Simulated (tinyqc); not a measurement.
Worked calculation: three-level Kane dispersion of a narrow-gap semiconductor. Values are carried at full precision from step to step, so a last printed digit may differ when a step is redone from the rounded ones.

Zero of energy at Gamma8, c = hbar^2/2m0, P^2 = Ep c. The free-electron term and remote bands are left out, so the heavy holes are flat at E = 0 and the other three bands obey E (E - Eg)(E + Dso) = P^2 k^2 (E + 2 Dso/3). The conduction band is the highest root; its edge is Ec = max(Eg, 0).

Constants: hbar^2/2m0 = 3.80998211 eV angstrom^2; hbar = 6.58211957e-16 eV s; e^2/(4 pi eps0) = 14.39964547 eV angstrom; muB = 5.788381798e-05 eV/T.

Inputs chosen for the exercise (near those of grey Sn; the results hold for these values, not for the real material):
```
symbol  value    unit        meaning
Eg      -0.409   eV          E(Gamma6) - E(Gamma8)
Dso     0.83     eV          spin-orbit splitting
Ep      23.5     eV          Kane energy
k       0.027    1/angstrom  wave vector
n       7.4e+17  cm^-3       electron density
eps     23.1                 high-frequency dielectric constant
B       4.3      T           magnetic field
```

## The three bands at one k

Expand the equation into E^3 + a2 E^2 + a1 E + a0 = 0 and give its roots; compare with the two-level form (Dso to infinity) E = Eg/2 +/- sqrt(Eg^2/4 + (2/3) P^2 k^2).

P^2 k^2 = 0.065271 eV^2

a2, a1, a0: 1.239000  0.274199  -0.036116

roots (eV): -0.8814  -0.4489  0.0913

two-level form (eV): -0.4966  0.0876

The two-level form misses the highest root by -3.7 meV. The order is inverted: the band that would be the light hole curves upward from Gamma8 and touches the heavy holes, so there is no gap.

## Mass at the edge and limiting velocity

For Eg < 0 the conduction band starts at Gamma8 with m0* = 3 |Eg|/(2 Ep). In the two-level form the velocity tends to v = sqrt(2/3) P/hbar, and |Eg| = 2 m v^2 with m = 3 |Eg|/(2 Ep), as for a relativistic particle. 1 angstrom = 1e-10 m.

m0* = 0.02611 m0
P = 9.4623 eV angstrom
v = 1.174e+06 m/s
k at which the linear part sets in, |Eg|/(2 hbar v) = 0.02647 1/angstrom

## Fermi level and mass at a given density

Degenerate electrons at T = 0: kF = (3 pi^2 n)^(1/3), 1 cm^-3 = 1e-24 angstrom^-3; EF is the highest root at kF. The momentum (cyclotron, optical) mass is m(E) = hbar^2 k/(dE/dk) = c d(k^2)/dE with d(k^2)/dE = k^2 [1/E + 1/(E - Eg) + 1/(E + Dso) - 1/(E + 2 Dso/3)]; the density of states is k d(k^2)/dE/(2 pi^2).

Edge mass m0* = 3 |Eg|/(2 Ep).

Compare EF - Ec with the parabolic value c kF^2/m0*.

kF = 0.02798 1/angstrom
EF - Ec = 0.0972 eV
parabolic value = 0.1143 eV
m(EF) = 0.03523 m0
m(EF)/m0* = 1.349
density of states at EF = 1.311e+19 1/(eV cm^3)

The parabola overstates EF - Ec by a factor of 1.18; (EF - Ec)/|Eg| = 0.24, and the two-level rule 1 + 2 (EF - Ec)/|Eg| = 1.475 estimates the mass ratio. Side valleys about 0.1 eV up, left out here, start to fill at about this Fermi level.

## Plasma and cyclotron energies

hbar wp = sqrt(8 pi c (e^2/4 pi eps0) n/(eps m)), hbar wc = 2 muB B/m (classical limit), with m = m(EF) and, for comparison, the edge mass; n in angstrom^-3.

hbar wp with m(EF), with m0* (meV): 35.41  41.13

hbar wc with m(EF), with m0* (meV): 14.13  19.07

hbar wc is not small against EF - Ec = 97.2 meV, so fewer than ten Landau levels are filled and the classical value is only a guide.

## Checks

- Roots of the cubic against the 8 x 8 Kane matrix without remote terms: they agree to 1e-10 or better.
- m(E) near the edge against m0*: both 0.02611.

(tinyqc, `OMP_NUM_THREADS=1 python tinyqc.py 1051129 1051130 out.jsonl`, Intel(R) Xeon(R) Processor @ 2.30GHz, 1 thread, shared host, about 0.01 s.)
